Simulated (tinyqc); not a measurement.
Worked calculation: potential-pH (Pourbaix) lines of a metal, its cation, its oxide and an oxyanion, with a complexing ligand. Computed by tinyqc, a small Python program that keeps every step. Command: `OMP_NUM_THREADS=1 python tinyqc.py 3013183 3013184 out.jsonl pourb walk`. One thread of a shared host (Intel(R) Xeon(R) Processor @ 2.30GHz), about 0.02 s of CPU time with the checks. Intermediate numbers are printed to about 7 digits and carried at full precision; extremes and crossings named in words are read from the listed rows.

Potentials are against the standard hydrogen electrode; solids and water have unit activity; dG_f of M, H+ and the electron is zero; F = e N_A and s = R T ln(10)/F. The cation carries z = 2.

Inputs (values chosen for the exercise, modelled on iron):

| quantity | value | unit |
|---|---|---|
| dG_f of the cation | -77.48 | kJ/mol |
| dG_f of the oxide | -251.27 | kJ/mol |
| dG_f of the oxyanion | -317.97 | kJ/mol |
| dG_f of water | -237.14 | kJ/mol |
| temperature T | 298.15 | K |
| log10 of the dissolved activity a | -2 | - |
| pH | 1.3 | - |
| potential E | 0.48 | V |
| log10 of the stability constant beta of ML | 4.6 | - |
| pKa of HL | 9.6 | - |
| total ligand c_L | 0.0062 | mol/L |
| limiting current density i_L | 0.0011 | A/cm^2 |
| molar volume V_m | 7.09 | cm^3/mol |

Species: M, M2+, MO, MO2(2-).

exchange current densities, metal and cathodic (A/cm^2): 1.3e-07  8.3e-11

Tafel slopes, anodic and cathodic (mV/decade): 40  125

Constants: R = 8.314462618 J/(mol K); e = 1.602176634e-19 C; N_A = 6.02214076e+23 1/mol.

## Standard potentials

M2+ + 2e = M; MO + 2H+ + 2e = M + H2O; MO2(2-) + 4H+ + 2e = M + 2H2O. For each, E0 = -dG/(z F), and E = E0 + (s/z) log10 a - (s n_H/z) pH, with no activity term for the oxide.

s = 0.05915935 V

E0 (V): cation -0.4015118, oxide -0.0732236, oxyanion 0.8100195

The metal is less noble than hydrogen.

## Vertical lines

Two oxidised species coexist where their lines against the metal cross: pH1 (cation/oxide) = [E0(oxide) - E0(cation)]/s - (log10 a)/z; pH2 (oxide/oxyanion) = {[E0(oxyanion) - E0(oxide)]/s + (log10 a)/z}/(4/z - 1).

pH1 = 6.549220

pH2 = 13.92990

width of the oxide field, pH2 - pH1 = 7.380678

The oxide is stable from pH 6.55 to 13.93; each decade less of dissolved metal narrows this field by 1.00 pH units.

## The stable species at (pH, E)

The metal is stable below the lowest of the three lines; above it, the species of the lowest line is stable. Water lines at 1 bar: hydrogen E = -s pH, oxygen E = -dG_f(water)/(2F) - s pH.

lines at this pH (V): cation -0.4606712, oxide -0.1501307, oxyanion 0.5970458

upper limit of immunity = -0.4606712 V

hydrogen line = -0.07690715 V

oxygen line = 1.151984 V

E above the limit of immunity = 0.9406712 V

Stable here: the cation (corrosion). Water itself can oxidise the metal at this pH. Caution: other oxidation states, hydroxides and hydrides are left out, and the lines say nothing of rates.

## A complexing ligand

The free ligand is c_L/(1 + 10^(pKa - pH)) (ligand in excess); dissolved metal is a in all, so the free cation is a/alpha, alpha = 1 + beta [L]; the cation line drops by (s/z) log10 alpha.

free ligand = 3.107361e-11 mol/L

log10 alpha = 5.372491e-07

cation line with ligand = -0.4606712 V

that line less the oxide line = -0.3105405 V

With the ligand the dissolved state lies below the oxide: the oxide dissolves at this pH. Caution: the ligand is not in tenfold excess over the metal, as assumed.

## Mixed potential with oxygen reduction

Anodic i = i0a 10^((E - E_a)/b_a) with E_a the cation line with ligand; cathodic i = i0c 10^((E_c - E)/b_c) with E_c the oxygen line; supply caps the cathodic current, 1/i_c = 1/i(Tafel) + 1/i_L. E_corr makes the two currents equal. Without the cap it would be [b_c E_a + b_a E_c + b_a b_c log10(i0c/i0a)]/(b_a + b_c). Rate = i V_m/(z F). Films are left out.

E_corr without the cap = -0.1665385 V

corrosion potential E_corr = -0.3035737 V

corrosion current density = 0.001099967 A/cm^2

i/i_L = 0.9999700

etch rate = 24.24855 nm/min

The current sits at the supply limit: stirring or more oxidant, not the ligand, sets the rate. Caution: E_corr lies below the hydrogen line, so hydrogen evolution, left out here, adds cathodic current.

## The diagram with and without ligand

The formulas are those given above.

Lines against the metal (V); the species with the lowest line is stable above it:

| pH | cation | oxide | oxyanion | stable above | cation with ligand | stable above, ligand |
|---|---|---|---|---|---|---|
| 0 | -0.4606712 | -0.0732236 | 0.7508601 | cation | -0.4606712 | dissolved |
| 2 | -0.4606712 | -0.1915423 | 0.5142227 | cation | -0.4606712 | dissolved |
| 4 | -0.4606712 | -0.3098610 | 0.2775853 | cation | -0.4606791 | dissolved |
| 5 | -0.4606712 | -0.3690203 | 0.1592666 | cation | -0.4607506 | dissolved |
| 6 | -0.4606712 | -0.4281797 | 0.0409479 | cation | -0.4614437 | dissolved |
| 7 | -0.4606712 | -0.4873390 | -0.0773708 | oxide | -0.4668562 | oxide |
| 8 | -0.4606712 | -0.5464984 | -0.1956894 | oxide | -0.4857568 | oxide |
| 9 | -0.4606712 | -0.6056577 | -0.3140081 | oxide | -0.5110674 | oxide |
| 10 | -0.4606712 | -0.6648171 | -0.4323268 | oxide | -0.5272048 | oxide |
| 12 | -0.4606712 | -0.7831358 | -0.6689642 | oxide | -0.5314384 | oxide |
| 14 | -0.4606712 | -0.9014545 | -0.9056016 | oxyanion | -0.5314888 | oxyanion |

Without ligand the oxide holds 5 of the eleven rows (pH 7 to 12), with it 5 (pH 7, 8, 9, 10, 12). The ligand acts once beta [L] exceeds 1, from pH = pKa - log10(beta c_L) = 7.2 on; its line then falls by at most s/z per pH unit and flattens beyond pKa, 0.071 V below the free cation at most. The oxide line falls faster, by s per pH unit.

Checks made by the program: the lines cross at pH1 and pH2 (relative difference below 1e-10).
